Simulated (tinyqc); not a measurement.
# Fermi-level pinning from two metals

Problem. Cowley-Sze model with the space charge neglected: phiB = S (phiM - chi) + (1 - S)(Eg - phi0), S = 1/(1 + q Dit dl/(eps0 ei)), dl in cm. Find S, phi0 and Dit.

Parameters, values chosen for the exercise; band and dielectric values those of a made-up semiconductor:
- Eg = 1.91 eV (band gap)
- chi = 3.87 eV (electron affinity)
- dl = 0.2 nm (thickness of the interfacial layer)
- ei = 1 (relative permittivity of the interfacial layer)

Constants: q = 1.602176634e-19 C, eps0 = 8.8541878128e-14 F/cm where lengths are in cm. Results are converted to the units shown.

barriers for metals with phiM = 4.1 and 5.02 eV (eV): [0.60355851, 0.93101742]

Answer. S is the slope of phiB against phiM; either barrier then gives phi0, and S gives Dit.

S = 0.356
phi0 = 1.10 eV
Dit = 5.00e13 cm^-2 eV^-1

Program tinyqc, `OMP_NUM_THREADS=1 python tinyqc.py 2020093 2020094 out.jsonl`; Intel Xeon 2.30GHz, shared host, one thread, about 0.09 s.
